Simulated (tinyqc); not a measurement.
Reflectance across the plasma edge: free-carrier optics of a doped semiconductor (Drude model with one polar phonon).

eps(E) = ei [1 - Ep^2/(E^2 + i E Gam)] + (es - ei) wT^2/(wT^2 - E^2 - i E gT), with Ep^2 = 8 pi c (e^2/(4 pi eps0)) N/(m ei), c = hbar^2/2m0, N in 1/angstrom^3 (1e-24 per 1/cm^3); Gam = hbar/tau, tau = mu m m0/e with m0/e = 5.685630e-12 kg/C and mu in m^2/(V s). Energies in meV.

n + i k = sqrt(eps1 + i eps2) with k >= 0; R = ((n - 1)^2 + k^2)/((n + 1)^2 + k^2) at normal incidence from vacuum; alpha = 2 E k/(hbar c), times 1e8 for 1/cm; loss function Im(-1/eps) = eps2/(eps1^2 + eps2^2).

Constants: hbar^2/2m0 = 3.80998211 eV angstrom^2; e^2/(4 pi eps0) = 14.39964547 eV angstrom; hbar = 6.58211957e-16 eV s; hbar c = 1973.269805 eV angstrom.

Inputs chosen for the exercise (mass and dielectric values near those of GaP; N and mu are free inputs; interband absorption and the rise of the mass with filling are left out; not measured data):
```
symbol  value    unit        meaning
N       8.1e+17  1/cm^3      carrier density
m       0.36     m0          conductivity mass
mu      150      cm^2/(V s)  mobility
ei      9.33                 high-frequency dielectric constant
wT      46.1     meV         TO phonon
es      11.59                static dielectric constant
gT      0.3      meV         phonon damping
```

Spectrum:
```
E (meV),eps1,eps2,R,alpha (1/cm)
1.8,4.89,79.83,0.723,1.12e+03
5.5,5.29,24.69,0.541,1.76e+03
9.1,5.96,13.48,0.420,1.93e+03
12.8,6.80,8.34,0.330,1.83e+03
15.5,7.45,6.14,0.291,1.65e+03
18.2,8.08,4.63,0.272,1.45e+03
20.1,8.53,3.84,0.268,1.31e+03
22.8,9.15,2.99,0.269,1.13e+03
27.4,10.26,2.03,0.281,874
36.5,13.65,1.10,0.330,550
54.7,2.89,0.46,0.070,743
91.2,8.20,0.09,0.233,140
```

Ep = 18.2 meV and Gam = 21.4 meV: Gam exceeds Ep, so damping washes the plasma edge out. R is 0.723 at the lowest energy and lowest, 0.070, at 54.7 meV of those listed; without damping and phonon it would vanish at Ep sqrt(ei/(ei - 1)) = 19.3 meV. At the highest energy R is 0.233, against 0.257 for ei alone. Between the last two rows alpha goes as E^-3.27, where the Drude limit far above Ep and Gam is E^-2; Gam and the phonon term both still act in these rows. The phonon adds its own band of high reflectance between wT = 46.1 meV and about wL = 51.4 meV, which the rows may miss. The lowest R listed is the dip just above wL, not the plasma minimum.

Run: tinyqc, `OMP_NUM_THREADS=1 python tinyqc.py 1681283 1681284 out.jsonl`; Intel(R) Xeon(R) Processor @ 2.30GHz, one thread, shared host; about 0.01 s of CPU time with all checks.
